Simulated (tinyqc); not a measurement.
Ballistic conductance of a hard-wall wire of rectangular section by counting modes: two steps of the calculation.

Subband edges E_(a,b) = (C pi^2/m) [(a/W)^2 + (b/Hh)^2], a, b = 1, 2, ...; C = hbar^2/(2 m0). Every mode transmits fully; spin gives the factor 2 in 2 q^2/h, valleys the factor gv.

Parameters, values chosen for the exercise:

| symbol | value | unit | meaning |
|---|---|---|---|
| T | 300 | K | temperature |
| m | 0.064 | m0 | mass |
| gv | 1 |  | valleys |
| Ef | 0.114 | eV | Fermi energy above the bulk band edge |
| W | 13 | nm | width |
| Hh | 23 | nm | height |
| Et | 0.217 | eV | highest subband edge listed |

Constants: q = 1.602176634e-19 C, kB = 1.380649e-23 J/K, hbar = 1.054571817e-34 J s, h = 6.62607015e-34 J s, m0 = 9.1093837015e-31 kg, Vt = kB T/q, hbar^2/(2 m0) = 0.0380998212 eV nm^2. Results are converted to the units shown.

Problem 1. Subband edges and their occupation. List the edges below Et; each adds its degeneracy times f = 1/(1 + exp((E_n - Ef)/Vt)) to the thermal mode count.

Give: edge; degeneracy; f.

Solution 1.

edge, mode 1,1 to 1,4 (eV): [0.0459, 0.0792, 0.1347, 0.1502, 0.1835, 0.2125]
degeneracy, mode 1,1 to 1,4: [1, 1, 1, 1, 1, 1]
f, mode 1,1 to 1,4: [0.9331, 0.7935, 0.3097, 0.1979, 0.0637, 0.0217]

Problem 2. Conductance and ballistic resistance. G = (2 q^2/h) gv M; at zero temperature M counts the edges below Ef, at T it is the sum of degeneracy times f. The smooth (Sharvin) count is kF^2 A/(4 pi), kF = sqrt(m Ef/C), A = W Hh, perimeter p = 2 (W + Hh), and with the boundary term kF^2 A/(4 pi) - kF p/(4 pi). The sum runs over the edges listed.

edge, mode 1,1 to 1,4 (eV): [0.04587285, 0.07919311, 0.13472686, 0.15017116, 0.18349141, 0.21247412]
degeneracy, mode 1,1 to 1,4: [1, 1, 1, 1, 1, 1]
f, mode 1,1 to 1,4: [0.93309765, 0.79353894, 0.30965113, 0.19794897, 0.06368232, 0.02168631]

Give: M at zero temperature; M at T; G; resistance 1/G; smooth count.

Solution 2.

M at zero temperature = 2
M at T = 2.320
G = 179.7 uS
resistance 1/G = 5.564 kohm
smooth count = 4.556

The smooth count is 96 % above M at T. With the boundary term it is 2.05.

Numbers from tinyqc (`OMP_NUM_THREADS=1 python tinyqc.py 2740130 2740131 out.jsonl`; about 0.8 s on one thread of a shared Intel Xeon 2.30GHz).
